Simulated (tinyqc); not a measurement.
Free and trapped electrons in a MOS channel with a dense trap tail: one step of the calculation.

p-type body, charge-sheet picture, full ionisation (an idealisation for deep acceptors), Boltzmann statistics for free electrons. e = Ec - EF at the surface. Acceptor-like traps of density D(E) = D0 + De exp(-E/Ew) at depth E below Ec, from 0 to Eu, hold n_t = integral of D(E)/(1 + exp((e - E)/Vt)). psi = Eg - Vt ln(Nv/Na) - e; N_dep = sqrt(2 eps0 eps_r Na (psi - Vt)/q); n_f = sqrt(N_dep^2 + 2 eps0 eps_r Vt Nc exp(-e/Vt)/q) - N_dep; Vg = Vfb + psi + q (N_dep + n_t + n_f)/Cox, Cox = eps0 eox/tox.

Task. Trapped charge. Trapezoid rule on 12 equal steps from 0 to Eu, f = 1/(1 + exp((e - E)/Vt)).

Inputs (values chosen for the exercise); band and dielectric values close to those of 4H silicon carbide:
- T = 400 K (temperature)
- D0 = 5.1e10 cm^-2 eV^-1 (constant background density of acceptor-like traps)
- De = 2.1e13 cm^-2 eV^-1 (density of the tail at the conduction edge)
- Ew = 0.11 eV (decay energy of the tail)
- Eu = 0.67 eV (depth below Ec down to which the traps reach)
- e = 0.161 eV (Ec - EF at the surface)

Constants: q = 1.602176634e-19 C, kB = 1.380649e-23 J/K, Vt = kB T/q. Results are converted to the units shown.

Wanted: E; D(E) f; n_t.

Result.

```
point   E (eV)  D(E) f (cm^-2 eV^-1)
0            0              1.953e11
1      0.05583              5.733e11
2       0.1117              1.478e12
3       0.1675              2.533e12
4       0.2233              2.413e12
5       0.2792              1.657e12
6       0.3350              1.043e12
7       0.3908              6.516e11
8       0.4467              4.129e11
9       0.5025              2.689e11
10      0.5583              1.822e11
11      0.6142              1.300e11
12      0.6700              9.853e10
```

n_t = 6.415e11 cm^-2

Computed by the program tinyqc: `OMP_NUM_THREADS=1 python tinyqc.py 2222155 2222156 out.jsonl`, one thread of a shared Intel Xeon 2.30GHz, about 0.02 s for the whole run.
